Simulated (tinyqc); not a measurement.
From one set of inputs to another, one input at a time: space-charge-limited current through a thin insulating or semi-insulating film with traps. Computed by tinyqc, a small Python program. Command: `OMP_NUM_THREADS=1 python tinyqc.py 3025154 3025155 out.jsonl sclc ladder`. One thread of a shared host (Intel(R) Xeon(R) Processor @ 2.30GHz), about 0.01 s of CPU time with the checks.

One ohmic injecting contact at x = 0 (field zero), drift only, non-degenerate free carriers.

The inputs printed are set A. Set A is modelled on an amorphous oxide semiconductor; the values taken over come from a set modelled on Si3N4. Inputs not listed in the table keep their values of set A, so the rows need not describe a real material.

Inputs (values chosen for the exercise, modelled on an amorphous oxide semiconductor):

| quantity | value | unit |
|---|---|---|
| permittivity eps | 10 | - |
| band mobility mu | 11 | cm^2/(V s) |
| effective density of states N_c | 4.8e+18 | 1/cm^3 |
| trap density N_t | 2.7e+14 | 1/cm^3 |
| equilibrium Fermi level below the band edge, E_0 | 0.9 | eV |
| thickness d | 2700 | nm |
| free density at the anode, in units of N_c | 3.3e-09 | - |
| temperature T | 300 | K |
| trap level E_t below the band edge | 0.31 | eV |

Traps: single level.

Constants: k_B = 8.617333262e-05 eV/K; e = 1.602176634e-19 C; eps_0 = 8.8541878128e-12 F/m.

Method:
- Free density n_0 = N_c exp(-E_0/k_B T) in equilibrium; trapped density n_t(n) = N_t/(1 + n_1/n), n_1 = N_c exp(-E_t/k_B T).
- theta = n/(n + n_t) at the anode density; trap-filled-limit voltage V_TFL = e (N_t - n_t(n_0)) d^2/(2 eps eps_0).
- J = e mu n F and (eps eps_0/e) dF/dx = n - n_0 + n_t(n) - n_t(n_0) = rho(n). With F = J/(e mu n): d = (eps eps_0 J/(e^2 mu)) I_1 and V = (eps eps_0 J^2/(e^3 mu^2)) I_2, I_k = int_(n_L)^infinity dn/(n^(k+1) rho(n)), n_L the density at the anode; with u = n_L/n, 200 Gauss-Legendre points in t, u = 1 - (1 - t)^2.
- Anode field J/(e mu n_L); Mott-Gurney current (9/8) eps eps_0 mu V^2/d^3; ohmic current e n_0 mu V/d.

Each row keeps all changes above it:

| input moved | from | to | voltage V (V) | theta | V_TFL (V) |
|---|---|---|---|---|---|
| set A | - | - | 2.8038e-03 | 9.9294e-02 | 1.7808e+00 |
| permittivity eps | 10 | 7.5 | 3.7384e-03 | 9.9294e-02 | 2.3744e+00 |
| free density at the anode, in units of N_c | 3.3e-09 | 3.7e-06 | 2.0256e+00 | 1.4963e-01 | 2.3744e+00 |
| thickness d (nm) | 2700 | 76 | 1.6049e-03 | 1.4963e-01 | 1.8813e-03 |
| trap density N_t (1/cm^3) | 2.7e+14 | 4.7e+18 | 2.0531e+01 | 1.0108e-05 | 3.2749e+01 |
| trap level E_t below the band edge (eV) | 0.31 | 0.34 | 2.7740e+01 | 5.7620e-06 | 3.2749e+01 |
| band mobility mu (cm^2/(V s)) | 11 | 0.14 | 2.7740e+01 | 5.7620e-06 | 3.2749e+01 |
| temperature T (K) | 300 | 250 | 3.2342e+01 | 3.9216e-06 | 3.2749e+01 |

Voltage V goes from 0.00280 to 32.3, a factor 11500 in all. The largest single move comes from trap density N_t (a factor 12800), and thickness d works against it (a factor 7.92e-4). Theta goes from 0.0993 to 3.92e-6, a factor 3.95e-5 in all. The largest single move comes from trap density N_t (a factor 6.76e-5). V_TFL goes from 1.78 to 32.7, a factor 18.4 in all. The largest single move comes from trap density N_t (a factor 17400), and thickness d works against it (a factor 7.92e-4). The single moves hold for this order of the switches; the total does not depend on the order.

Caution (rows set A, permittivity eps, thickness d): V is below 10 k_B T/e, where diffusion from the contact, left out here, dominates. Caution (rows trap density N_t, trap level E_t below the band edge): mu V/d exceeds 1e7 cm/s, so velocity saturation would limit the current. Caution (rows trap level E_t below the band edge, band mobility mu, temperature T): the mean field exceeds 3 MV/cm, where field-assisted emission from traps and breakdown set in.

Extremes, crossings and ranges named in words are read from the listed rows.
